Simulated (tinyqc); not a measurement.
Inside a calculation. Model: Rutherford backscattering from a thin compound film on silicon: kinematics, yields, composition and thickness. Computed by tinyqc, a small Python program that keeps every step. Command: `OMP_NUM_THREADS=1 python tinyqc.py 3029708 3029709 out.jsonl rbs walk`. One thread of a shared host (Intel(R) Xeon(R) Processor @ 2.30GHz), about 0.01 s of CPU time with the checks. Intermediate numbers are printed to about 6 digits and carried at full precision; extremes and crossings named in words are read from the listed rows.

Singly charged helium ions (Z1 = 2, M1 = 4.0026 u) enter at the tilt angle a1 to the normal and leave at a2 = |180 - theta - tilt| in the same plane. The film is A B_x.

Inputs (values chosen for the exercise, modelled on a helium beam on TiN): beam energy E0 = 1.6 MeV; scattering angle theta = 165 degrees; tilt of the sample = 0 degrees; heavy element: Z_A = 22; heavy element: mass M_A = 47.9 u; heavy element: stopping eps_A at 2 MeV = 78.6 1e-15 eV cm^2; light element: Z_B = 7; light element: mass M_B = 14 u; light element: stopping eps_B at 2 MeV = 32.8 1e-15 eV cm^2; atoms of B per atom of A, x = 0.868; atomic density of the film = 105 1/nm^3; film thickness d = 12 nm; collected charge = 20 microcoulomb; detector solid angle = 4.3 msr; detector resolution (FWHM) = 14 keV.

Constants: e^2/(4 pi eps_0) = 14.39964548 eV angstrom; e = 1.602176634e-19 C.

## Kinematics

Kinematic factor K = [(sqrt(M^2 - M1^2 sin^2 theta) + M1 cos theta)/(M + M1)]^2. Surface edges lie at K E0; substrate silicon has M = 28.09 u. Mass resolution at M_A = resolution/(E0 dK/dM).

kinematic factors: A 0.719404, B 0.314468, Si 0.568838

surface edges (keV): A 1151.05, B 503.15, Si 910.14

mass resolution at M_A = 1.76065 u

K flattens for heavy targets, so masses within 1.8 u of A cannot be told apart.

## Peak widths (surface approximation)

Stopping per atom eps(E) = eps(2 MeV) (E/2 MeV)^(-0.4) (a law chosen for the exercise); Bragg rule eps_film = (eps_A + x eps_B)/(1 + x); areal density N d, with 1/nm^2 = 0.1 x 1e15/cm^2. Width of the signal of element i: [K_i eps(E0)/cos a1 + eps(K_i E0)/cos a2] N d; depth resolution = resolution x d/width of A; energy lost on the way in = eps(E0) N d/cos a1.

areal density N d = 126 1e15 atoms/cm^2

film stopping at E0 = 62.6695 1e-15 eV cm^2

widths (keV): A 15.0066, B 15.4685

depth resolution = 11.1950 nm

energy lost on the way in = 7.89636 keV

The signal of A spans 1.1 resolution widths, so its width measures the thickness. Caution: the ions scattered from B leave near or below the stopping maximum (some 0.6 to 0.8 MeV), where the power law chosen here overstates the stopping and the width of B.

## Yields

Rutherford cross section in the laboratory frame: sigma = (Z1 Z e^2/(4 pi eps_0 4E))^2 (4/sin^4 theta) (r + cos theta)^2/r, r = sqrt(1 - (M1 sin theta/M)^2), times the screening factor 1 - 0.049 Z1 Z^(4/3)/E (E in keV); 1 angstrom^2 = 1e8 barn. Counts = (charge/e) x solid angle x sigma(E_mean) x areal density of the element/cos a1, E_mean = E0 - half the energy lost on the way in; 1 barn = 1e-24 cm^2. The ratio of areas returns x = (Y_B/Y_A)(sigma_A/sigma_B), with the counting error sqrt(1/Y_A + 1/Y_B).

cross sections (barn/sr): A 1.00183, B 0.08743

counts: A 36272.2, B 2747.6

ratio of areas Y_B/Y_A = 0.0757492

counting error of x without background = 1.97870 %

The cross sections differ by 11.5, near (Z_A/Z_B)^2 = 9.9. The signal of B lies below the silicon edge, on the substrate background, so its real error is larger unless the substrate is channelled.

## Surface approximation against the full path

Surface approximation as above. Full path: dE/ds = -eps(E) integrates to E^1.4 = E(start)^1.4 - 1.4 eps(2 MeV) 2000^0.4 s (keV), applied in (s = N d/cos a1), then K, then out (s = N d/cos a2); width = K E0 - exit energy. The last column is the error in thickness if the full width is read with the surface formula.

Widths (keV):
```
d (nm)  A, surface  A, full  B, full  error (%)
5            6.253    6.260    6.462    0.10900
10          12.506   12.533   12.957    0.21872
20          25.011   25.121   26.053    0.44035
50          62.528   63.230   66.245    1.12348
100        125.055  127.967  136.799    2.32824
150        187.583  194.387  213.315    3.62706
200        250.111  262.707  299.098    5.03613
```

The error grows roughly in proportion to thickness, from 0.11 % to 5.0 %, because the ion slows and the stopping rises along the path. The signals of A and B would overlap once the width of A exceeds the gap between the edges, 648 keV. Ions from B leave the thickest film below about 0.6 MeV, where the power law overstates the stopping.

Checks made by the program: kinematic factor against energy and momentum conservation (relative difference below 1e-10).
